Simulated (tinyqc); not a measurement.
Chemical-mechanical planarisation: Preston law, pattern density and step-height reduction: one step, computed by the program tinyqc. Command: `OMP_NUM_THREADS=1 python tinyqc.py 3022660 3022661 out.jsonl cmp walk`. One thread of a shared host (Intel(R) Xeon(R) Processor @ 2.30GHz), about 0.01 s of CPU time with the checks.

A row of 12 cells, repeated periodically, holds raised features that cover a share rho of each cell.

Problem. Effective density. The stiff pad averages the density: rho_eff(i) = sum_j w_ij rho_j / sum_j w_ij, w = exp(-2 d^2/L^2), L the planarisation length and d the distance between cell centres, summed over all periodic images of cell j.

Inputs (values chosen for the exercise, close to those used for oxide polishing): cell size = 1.8 mm; planarisation length = 3.4 mm.

local pattern densities, cell by cell: 0.25  0.6  0.2  0.3  0.7  0.5  0.9  0.3  0.2  0.4  0.25  0.8

Give: normalised weights (images included) for cells 0, 1, 2, ... apart; effective densities.

Solution.

normalised weights (images included) for cells 0, 1, 2, ... apart: 0.42241  0.24115  0.04487  0.00272  0.00005  0.00000  0.00000

effective densities: 0.46536  0.41395  0.34774  0.39630  0.54044  0.62511  0.61540  0.43502  0.30848  0.33003  0.41768  0.50449

Local densities span 0.2 to 0.9, effective ones 0.308 to 0.625.
